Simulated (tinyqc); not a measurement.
Inside a calculation. Method: one-electron ion in a basis of Gaussians. Computed by tinyqc, a small Python program that keeps every step. Settings: Z = 3, l = 0. Command: `OMP_NUM_THREADS=1 python tinyqc.py 25492 25493 out.jsonl` (the two numbers bound the seeds that draw the settings). One thread of a shared host (Intel(R) Xeon(R) Processor @ 2.60GHz), about 0.01 s of CPU time with the checks.

## Matrices over normalised Gaussians

exponents of r^l exp(-a r^2) (1/bohr^2): [1.029000, 2.707000, 7.117000, 18.710000, 49.210000, 129.400000]

Z = 3

l = 0

With p = a_i + a_j and I(k) = Gamma((k+1)/2) / (2 p^((k+1)/2)): S = I(2l+2), T = (2l+3) a_i a_j S / p, V = -Z I(2l+1), each divided by sqrt(S_ii S_jj).

S:
$$\begin{pmatrix}
1.000000 & 0.844525 & 0.541580 & 0.296431 & 0.150777 & 0.074430 \\
0.844525 & 1.000000 & 0.844698 & 0.541787 & 0.296474 & 0.150825 \\
0.541580 & 0.844698 & 1.000000 & 0.844719 & 0.541668 & 0.296441 \\
0.296431 & 0.541787 & 0.844719 & 1.000000 & 0.844586 & 0.541595 \\
0.150777 & 0.296474 & 0.541668 & 0.844586 & 1.000000 & 0.844651 \\
0.074430 & 0.150825 & 0.296441 & 0.541595 & 0.844651 & 1.000000
\end{pmatrix}$$

T (hartree):
$$\begin{pmatrix}
1.543500 & 1.888993 & 1.460669 & 0.867380 & 0.455915 & 0.227952 \\
1.888993 & 4.060500 & 4.969578 & 3.843733 & 2.282129 & 1.199751 \\
1.460669 & 4.969578 & 10.675500 & 13.065624 & 10.103871 & 5.999348 \\
0.867380 & 3.843733 & 13.065624 & 28.065000 & 34.347456 & 26.559470 \\
0.455915 & 2.282129 & 10.103871 & 34.347456 & 73.815000 & 90.340023 \\
0.227952 & 1.199751 & 5.999348 & 26.559470 & 90.340023 & 194.100000
\end{pmatrix}$$

V (hartree):
$$\begin{pmatrix}
-4.856227 & -5.525762 & -5.232523 & -4.458236 & -3.617694 & -2.877461 \\
-5.525762 & -7.876539 & -8.962349 & -8.487586 & -7.231326 & -5.868301 \\
-5.232523 & -8.962349 & -12.771438 & -14.532001 & -13.761553 & -11.724869 \\
-4.458236 & -8.487586 & -14.532001 & -20.707526 & -23.562371 & -22.312230 \\
-3.617694 & -7.231326 & -13.761553 & -23.562371 & -33.582884 & -38.212572 \\
-2.877461 & -5.868301 & -11.724869 & -22.312230 & -38.212572 & -54.457594
\end{pmatrix}$$

## Generalised eigenproblem

H = T + V (hartree):
$$\begin{pmatrix}
-3.312727 & -3.636768 & -3.771854 & -3.590856 & -3.161779 & -2.649509 \\
-3.636768 & -3.816039 & -3.992771 & -4.643853 & -4.949197 & -4.668550 \\
-3.771854 & -3.992771 & -2.095938 & -1.466377 & -3.657682 & -5.725521 \\
-3.590856 & -4.643853 & -1.466377 & 7.357474 & 10.785084 & 4.247240 \\
-3.161779 & -4.949197 & -3.657682 & 10.785084 & 40.232116 & 52.127451 \\
-2.649509 & -4.668550 & -5.725521 & 4.247240 & 52.127451 & 139.642406
\end{pmatrix}$$

Solve H C = S C e through S^(-1/2); each column has its largest component positive (the first on a tie).

eigenvalues of S: [0.008615, 0.039919, 0.158021, 0.546977, 1.617742, 3.628727]

eigenvalues (hartree): [-4.495493, 0.235683, 10.112002, 39.760159, 126.843696, 382.931318]

coefficients:
$$\begin{pmatrix}
0.406093 & 1.890888 & -1.498763 & 0.828634 & -0.445227 & 0.243976 \\
0.403178 & -1.820154 & 3.628583 & -2.712775 & 1.536507 & -0.837911 \\
0.214130 & 0.265071 & -2.881180 & 4.410653 & -3.164288 & 1.794484 \\
0.081263 & -0.221625 & 0.535822 & -3.339327 & 4.465979 & -3.105900 \\
0.017384 & 0.031875 & -0.214878 & 0.649306 & -3.215153 & 4.031613 \\
0.013698 & -0.019548 & 0.017501 & -0.168318 & 0.394702 & -2.598391
\end{pmatrix}$$

For Z = 3 and l = 0 the exact lowest level is -Z^2/(2 n^2) with n = l + 1: -4.500000 hartree.
